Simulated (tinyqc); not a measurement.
Size of the basis: round or elliptic silicon nanowire with anisotropic valleys (Ritz method).

Wire along x = [100] on a (001) wafer, y = [010], z = [001]. Valley groups, two valleys each (w = inverse masses): A, axis along z: w_y = 1/mt, w_z = 1/ml, m_x = mt; B, axis along y: w_y = 1/ml, w_z = 1/mt, m_x = mt; C, axis along x: w_y = w_z = 1/mt, m_x = ml.

Hard wall on the ellipse (y/a)^2 + (z/b)^2 = 1, c = hbar^2/2m0. With u = y/a, v = z/b the operator is -c [(w_y/a^2) d2/du2 + (w_z/b^2) d2/dv2] on the unit disc. Basis (1 - u^2 - v^2) u^i v^j; S, X and Y are the disc integrals of f f', (df/du)(df'/du) and (df/dv)(df'/dv), from the integral of u^p v^q = 2 Gamma((p+1)/2) Gamma((q+1)/2)/((p + q + 2) Gamma((p+q+2)/2)) for even p, q; H = c (w_y X/a^2 + w_z Y/b^2).

Constants: hbar^2/2m0 = 3.80998211 eV angstrom^2.

Inputs chosen for the exercise (near those of a Si nanowire; the results hold for these values, not for the real material): ml = 0.927 m0 (longitudinal mass); mt = 0.187 m0 (transverse mass); a = 22 angstrom (semi-axis along y); b = 14 angstrom (semi-axis along z).

Lowest level of each group with 1, 3, 6 and 21 even functions.

Levels (meV):

| functions | A | B | C |
|---|---|---|---|
| 1 | 189.19 | 337.33 | 438.14 |
| 3 | 181.80 | 312.94 | 420.09 |
| 6 | 181.75 | 311.68 | 419.94 |
| 21 | 181.75 | 311.65 | 419.94 |

One function errs by 4.1 % for A, 8.2 % for B and 4.3 % for C, six by 8.1e-05, 0.03 and 0.00032 meV. The error grows with the axis ratio of the stretched ellipse (1.42, 3.50, 1.57); for a circle it is 6/5.783 - 1 = 3.7 %.

Computed by tinyqc, a small Python program: `OMP_NUM_THREADS=1 python tinyqc.py 1282065 1282066 out.jsonl` (the numbers bound the seed that draws the inputs); one thread of a shared host (Intel(R) Xeon(R) Processor @ 2.30GHz), about 0.07 s for the whole set of steps.
